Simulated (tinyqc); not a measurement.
Three-level Kane dispersion of a narrow-gap semiconductor: sweeps and comparisons. A value that a table varies takes the place of the one given here.

Zero of energy at Gamma8, c = hbar^2/2m0, P^2 = Ep c. The free-electron term and remote bands are left out, so the heavy holes are flat at E = 0 and the other three bands obey E (E - Eg)(E + Dso) = P^2 k^2 (E + 2 Dso/3). The conduction band is the highest root; its edge is Ec = max(Eg, 0).

Degenerate electrons at T = 0: kF = (3 pi^2 n)^(1/3), 1 cm^-3 = 1e-24 angstrom^-3; EF is the highest root at kF. The momentum (cyclotron, optical) mass is m(E) = hbar^2 k/(dE/dk) = c d(k^2)/dE with d(k^2)/dE = k^2 [1/E + 1/(E - Eg) + 1/(E + Dso) - 1/(E + 2 Dso/3)]; the density of states is k d(k^2)/dE/(2 pi^2).

Edge mass m0* = 3 |Eg|/(2 Ep).
Constants: hbar^2/2m0 = 3.80998211 eV angstrom^2.

Parameters, chosen for this exercise (near those of grey Sn; the results hold for these values, not for the real material):

| symbol | value | unit | meaning |
|---|---|---|---|
| Eg | -0.426 | eV | E(Gamma6) - E(Gamma8) |
| Dso | 0.79 | eV | spin-orbit splitting |
| Ep | 22.4 | eV | Kane energy |
| k | 0.025 | 1/angstrom | wave vector |
| n | 1.3e+17 | cm^-3 | electron density |

## Filling the band

n from 1e15 to 1e19 cm^-3. The last column is the local power d ln(EF - Ec)/d ln n = kF^2/(1.5 (EF - Ec) d(k^2)/dE).

Results:

| n (cm^-3) | kF (1/angstrom) | EF - Ec (meV) | parabolic (meV) | m(EF) | m(EF)/m0* | power |
|---|---|---|---|---|---|---|
| 1.0e+15 | 0.00309 | 1.3 | 1.3 | 0.0287 | 1.00 | 0.665 |
| 1.0e+16 | 0.00667 | 5.9 | 5.9 | 0.0291 | 1.02 | 0.660 |
| 3.0e+16 | 0.00961 | 12.1 | 12.3 | 0.0297 | 1.04 | 0.653 |
| 1.0e+17 | 0.01436 | 26.4 | 27.5 | 0.0311 | 1.09 | 0.639 |
| 3.0e+17 | 0.02071 | 52.6 | 57.3 | 0.0336 | 1.18 | 0.616 |
| 1.0e+18 | 0.03094 | 108.1 | 127.8 | 0.0389 | 1.36 | 0.578 |
| 3.0e+18 | 0.04462 | 199.4 | 265.9 | 0.0474 | 1.66 | 0.535 |
| 1.0e+19 | 0.06665 | 368.7 | 593.3 | 0.0629 | 2.21 | 0.486 |

The power falls from 0.665 to 0.486: 2/3 marks a parabola, 1/3 a linear band. The parabola is within 10 % up to n = 3.0e+17 cm^-3. The mass has doubled by n = 1.0e+19 cm^-3 and ends at 2.2 times its edge value. Side valleys are left out; where they lie low (GaSb, grey Sn: about 0.1 eV) they take the electrons long before the last rows.

## Closing and inverting the gap

Eg is varied at fixed k, Dso and Ep. Edge mass: Eg (Eg + Dso)/(Ep (Eg + 2 Dso/3)) for Eg > 0, 3 |Eg|/(2 Ep) for Eg < 0. The Gamma6 weight of the conduction state is 1/(1 + P^2 k^2 [(2/3)/E^2 + (1/3)/(E + Dso)^2]).

Results:

| Eg (eV) | m0* | highest root (eV) | middle (eV) | lowest (eV) | E - Ec (meV) | Gamma6 weight |
|---|---|---|---|---|---|---|
| -0.300 | 0.02009 | 0.0949 | -0.3581 | -0.8268 | 94.9 | 0.201 |
| -0.150 | 0.01004 | 0.1342 | -0.2558 | -0.8184 | 134.2 | 0.334 |
| -0.060 | 0.00402 | 0.1690 | -0.2040 | -0.8150 | 169.0 | 0.442 |
| -0.015 | 0.00100 | 0.1901 | -0.1816 | -0.8136 | 190.1 | 0.500 |
| 0.015 | 0.00100 | 0.2057 | -0.1680 | -0.8127 | 190.7 | 0.538 |
| 0.060 | 0.00388 | 0.2312 | -0.1497 | -0.8115 | 171.2 | 0.594 |
| 0.150 | 0.00930 | 0.2894 | -0.1199 | -0.8094 | 139.4 | 0.694 |
| 0.300 | 0.01766 | 0.4031 | -0.0864 | -0.8067 | 103.1 | 0.812 |

The edge mass vanishes with |Eg| from both sides, yet the kinetic energy at this k stays finite, at most 190.7 meV in the table; at Eg = 0 the two-level form, without the split-off band, gives the linear value sqrt(2/3) P k = 188.6 meV. The Gamma6 weight of the conduction state goes smoothly from 0.20 to 0.81 and is 0.50 and 0.54 in the two rows next to Eg = 0: at finite k nothing jumps at the inversion.

## What each parameter does

Edge mass, EF - Ec and m(EF). Each row changes one parameter from the base and keeps the others.

Results:

| case | m0* (m0) | EF - Ec (meV) | m(EF) (m0) |
|---|---|---|---|
| base | 0.02853 | 31.15 | 0.03155 |
| n = 2.6e+17 cm^-3 | 0.02853 | 48.13 | 0.03318 |
| Eg = -0.3621 eV | 0.02425 | 35.88 | 0.02790 |
| Dso = 0.6715 eV | 0.02853 | 31.24 | 0.03138 |
| Ep = 19.04 eV | 0.03356 | 26.67 | 0.03661 |

The largest shifts from the base row, up to three for each result and ties (the steps differ in size, so this ranks the rows, not the parameters). m0* (m0): Ep +0.00503, Eg -0.00428; unchanged at the printed digits by n and Dso. EF - Ec (meV): n +16.98, Eg +4.73, Ep -4.48. m(EF) (m0): Ep +0.00506, Eg -0.00365, n +0.00163.

(tinyqc, `OMP_NUM_THREADS=1 python tinyqc.py 1051584 1051585 out.jsonl`, Intel(R) Xeon(R) Processor @ 2.30GHz, 1 thread, shared host, about 0.01 s.)
